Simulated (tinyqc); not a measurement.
Far from Gamma: eight-band Kane k.p model.

Eight-band Kane model, basis S, X, Y, Z times spin, zero of energy at the top of the unstrained valence band, c = hbar^2/2m0. Within each spin: H_SS = Eg + A c k^2, H_SX = i P kx (likewise Y, Z), H_XX = -Dso/3 + L kx^2 + M (ky^2 + kz^2), H_XY = N kx ky, and cyclic. Spin-orbit term (Dso/3) L.sigma on X, Y, Z with (L_k)_ij = -i epsilon_kij: <X+|H|Y+> = -i Dso/3, <X+|H|Z-> = Dso/3, <Y+|H|Z-> = -i Dso/3, <Z+|H|X-> = -Dso/3, <Z+|H|Y-> = i Dso/3, <X-|H|Y-> = i Dso/3, and their conjugates; + and - are the spin along z. Terms from inversion asymmetry are left out, so every level is twofold.

P = sqrt(Ep c); A = 1/me - Ep (Eg + 2 Dso/3)/(Eg (Eg + Dso)) keeps the electron mass; g1' = g1 - Ep/(3 Eg), g2' = g2 - Ep/(6 Eg), g3' = g3 - Ep/(6 Eg) remove the coupling to S that the Luttinger values already hold; L = -c (g1' + 4 g2'), M = -c (g1' - 2 g2'), N = -6 c g3'.

Constants: hbar^2/2m0 = 3.80998211 eV angstrom^2.

Values chosen for the exercise (near those of InAs; shifted at random, so the results belong to these values and not to a real crystal):

| symbol | value | unit | meaning |
|---|---|---|---|
| Eg | 0.395 | eV | gap at Gamma to the s-like level |
| Dso | 0.388 | eV | spin-orbit splitting |
| Ep | 21.7 | eV | Kane energy |
| me | 0.0274 | m0 | electron mass at Gamma |
| g1 | 19.9 |  | Luttinger gamma1 |
| g2 | 8.42 |  | gamma2 |
| g3 | 9.13 |  | gamma3 |

Pairs 3 and 4 along [100] out to 3.2 1/angstrom, beyond the zone edge but about the reach pi/h of a grid with h = 1 angstrom, with Ep as given and with Ep rescaled so that A = 1: Ep = (1/me - 1) Eg (Eg + Dso)/(Eg + 2 Dso/3). Crossings of E = Eg/2 are found on a scan of 320 points from 0.05 to 3.2 and refined by bisection.

Levels (eV):

| kx (1/angstrom) | pair 3 | pair 4 | pair 3, rescaled | pair 4, rescaled |
|---|---|---|---|---|
| 0.0 | 0.000 | 0.395 | 0.000 | 0.395 |
| 0.4 | -1.865 | 2.416 | -1.865 | 2.142 |
| 0.8 | -7.461 | 5.102 | -7.461 | 4.144 |
| 1.2 | -16.788 | 9.290 | -16.788 | 7.236 |
| 1.6 | -29.846 | 15.100 | -29.846 | 11.519 |
| 2.0 | -46.634 | 22.553 | -46.634 | 17.013 |
| 2.4 | -67.153 | 31.656 | -67.153 | 23.723 |
| 2.8 | -91.403 | 42.411 | -91.403 | 31.651 |
| 3.2 | -119.384 | 54.818 | -119.384 | 40.796 |

A (a pure number) and L (eV angstrom^2) as given: -9.366  5.169

rescaled Ep = 16.80 eV

A and L rescaled: 1.000  -42.140

Crossings of mid-gap:

| set | number | first kx (1/angstrom) |
|---|---|---|
| as given | 0 | - |
| rescaled | 0 | - |

Is the parameter set safe for a calculation on a fine real-space grid?

Along this line and up to 3.2 1/angstrom, yes: no level crosses the middle of the gap; but A < 0 or L > 0 bends a band towards the gap, so this scan alone does not clear the set: other directions, such as [110] and [111], should be scanned too, and interfaces can still cause trouble. At large kx the S and X states dominate and (A c k^2)(L k^2) - P^2 k^2 must vanish for a state in the gap, which needs A L > 0, near k = P/sqrt(A c L); here A = -9.366 and L = 5.169 have opposite signs. In the rerun with Ep = 16.80 eV, A = 1.000 and L = -42.140 have opposite signs, and no level crosses. Electron, heavy- and light-hole masses at Gamma are the same for both sets.

tinyqc: `OMP_NUM_THREADS=1 python tinyqc.py 1080376 1080377 out.jsonl`; about 0.07 s, one thread, shared Intel(R) Xeon(R) Processor @ 2.30GHz.
